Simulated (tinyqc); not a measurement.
Hot electrons in a saturated n-channel MOSFET, lucky-electron model: two steps of the calculation.

Beyond pinch-off the lateral field grows as Esat cosh(y/l) over the velocity-saturated region (pseudo-two-dimensional model). Impact ionisation in this region gives the substrate current, which biases the body forward through Rsub. Currents are per width. Local-field laws: they overstate ionisation when the field peak is narrower than an energy relaxation length.

Inputs (values chosen for the exercise); values close to those of silicon n-channel devices:
```
symbol,value,unit,meaning
L,0.5,um,channel length
tox,11,nm,oxide thickness
VT,0.71,V,threshold
vs,7.8e6,cm/s,saturation velocity
Ai,2e6,1/cm,ionisation prefactor
Bi,1.8,MV/cm,ionisation field
Rd,0,ohm um,resistance of the lightly doped drain
Rsub,2100,ohm um,substrate resistance
kb,0.41,,fall of VT per volt of forward body bias
lm,7.1,nm,hot-electron mean free path
pb,3.2,V,oxide barrier
Cg,0.0018,,prefactor of the gate current
m,2.8,,lifetime exponent
Hl,11000,s uA/um,lifetime constant
Vd,3.4,V,drain voltage
Vg,2.1,V,gate voltage
```

Constants: eps0 = 8.8541878128e-14 F/cm where lengths are in cm. Results are converted to the units shown.

Problem 1. Body bias from the substrate current. Cox = 3.9 eps0/tox. Overdrive g = Vg - VT + kb Vb; Vdsat = g Esat L/(g + Esat L); Id = Cox vs (g - Vdsat); dV = Vd - Id Rd - Vdsat; Em = sqrt((dV/l)^2 + Esat^2); Isub = Id (Ai/Bi) l Em exp(-Bi/Em). Vb(new) = Rsub Isub.

Vb at the start = 0 V
l = 81.240384 nm
Esat = 0.055714286 MV/cm

Wanted: Vdsat; Id; dV; Em; Isub; Vb after iteration 1.

Solution 1.

Vdsat = 0.9273 V
Id = 113.3 uA/um
dV = 2.473 V
Em = 0.3094 MV/cm
Isub = 0.9417 uA/um
Vb after iteration 1 = 0.001978 V

Problem 2. Gate current, lifetime and channel shortening. Ig = Cg Id exp(-pb/(lm Em)); lifetime tau = (Hl/Id)(Isub/Id)^(-m); length of the saturated region dL = l ln[(dV/l + Em)/Esat]. 1 year = 3.15576e7 s.

Id = 113.40606 uA/um
dV = 2.4723385 V
Em = 0.30938177 MV/cm
Isub = 0.94169754 uA/um
l = 81.240384 nm
Esat = 0.055714286 MV/cm

Wanted: Isub/Id; Ig; tau; dL.

Solution 2.

Isub/Id = 0.0083038
Ig = 0.096195 pA/um
tau = 2.0591 years
dL = 194.92 nm

The lifetime misses ten years.

Program tinyqc, `OMP_NUM_THREADS=1 python tinyqc.py 2550157 2550158 out.jsonl`; Intel Xeon 2.30GHz, shared host, one thread, about 0.01 s.
